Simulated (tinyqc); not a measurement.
Width of the well: finite square well with mass mismatch (envelope functions).

A square well of width L and depth V0, mass mw inside and mb outside, energies from the bottom of the well, c = hbar^2/2m0. k = sqrt(mw E/c), kappa = sqrt(mb (V0 - E)/c). psi and psi'/m are continuous at the walls (BenDaniel-Duke), so level n solves k L + 2 atan[(k/mw)/(kappa/mb)] = n pi.

Constants: hbar^2/2m0 = 3.80998211 eV angstrom^2.

Parameters, chosen for this exercise (near those of an InGaAs well in InAlAs; shifted at random, so the results belong to these values and not to a real crystal):
- V0 = 0.504 eV (barrier height)
- mw = 0.0412 m0 (mass in the well)
- mb = 0.0732 m0 (mass in the barrier)
- Ls = (21, 30, 42, 58, 82, 114, 160) angstrom (widths)

Levels against L, beside the infinite well E1(hard) = c (pi/L)^2/mw; Pb is the probability of level 1 in the barriers; a dash marks an unbound level.

Levels:
```
L (angstrom)  bound levels  E1 (eV)  E2 (eV)  E1(hard) (eV)     Pb
21                       1   0.2846        -         2.0696  0.364
30                       1   0.2130        -         1.0141  0.230
42                       1   0.1520        -         0.5174  0.137
58                       2   0.1042   0.4065         0.2713  0.078
82                       2   0.0658   0.2642         0.1357  0.039
114                      3   0.0406   0.1634         0.0702  0.019
160                      4   0.0238   0.0954         0.0357  0.009
```

The infinite well overestimates E1 by a factor 7.27 at 21 angstrom and 1.50 at 160 angstrom. The local exponent d ln E1/d ln L goes from -0.81 (first two rows) to -1.58 (last two), towards the -2 of hard walls, as Pb falls from 0.364 to 0.009. E2 - E1 is largest at 58 angstrom of the widths listed.

Program tinyqc; command `OMP_NUM_THREADS=1 python tinyqc.py 1250590 1250591 out.jsonl`; about 0.01 s on one thread of a shared Intel(R) Xeon(R) Processor @ 2.30GHz.
